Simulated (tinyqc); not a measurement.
Mobility of a non-polar semiconductor in the relaxation-time approximation: one step, computed by the program tinyqc. Command: `OMP_NUM_THREADS=1 python tinyqc.py 3006380 3006381 out.jsonl rta walk`. One thread of a shared host (Intel(R) Xeon(R) Processor @ 2.30GHz), about 0.01 s of CPU time with the checks.

Each valley is treated as a sphere of mass m_d for states and rates, with one isotropic relaxation time; the conductivity mass m_c sets the current.

Problem. Fermi level and screening. Parabolic band: E = hbar^2 k^2/(2 m), speed v = hbar k/m, states per spin, volume and energy g(E) = m k/(2 pi^2 hbar^2). Here m = m_d. Masses are multiplied by m_0 and all formulas are in SI units. The reduced Fermi level eta = E_F/(k_B T) solves n = 2 Z int g f dE with f = 1/(1 + exp(x - eta)) (Z = 1 unless valleys are given); screening length L_s = sqrt(eps_s eps_0 k_B T/(e^2 dn/deta)), dn/deta = 2 Z int g f (1 - f) dE. Integrals over x = E/(k_B T) use 160 Gauss-Legendre points in u = sqrt(x) from 0 to sqrt(max(eta, 0) + 32).

Inputs (values chosen for the exercise, modelled on electrons in diamond):
```
quantity                     value    unit
equivalent valleys Z             6       -
static permittivity eps_s      5.7       -
carrier density n          4.9e+19  1/cm^3
temperature T                  500       K
```

Band: parabolic. Impurity formula: Conwell-Weisskopf. Further scattering: none.

density-of-states mass m_d = 0.4934253 m_0

Constants: k_B = 8.617333262e-05 eV/K; m_0 = 9.1093837015e-31 kg; e = 1.602176634e-19 C; hbar = 1.054571817e-34 J s; eps_0 = 8.8541878128e-12 F/m; k_B = 1.380649e-23 J/K.

Give: reduced Fermi level eta; screening length L_s.

Solution.

reduced Fermi level eta = -0.6759

screening length L_s = 0.5650 nm

The gas is between the classical and degenerate limits.
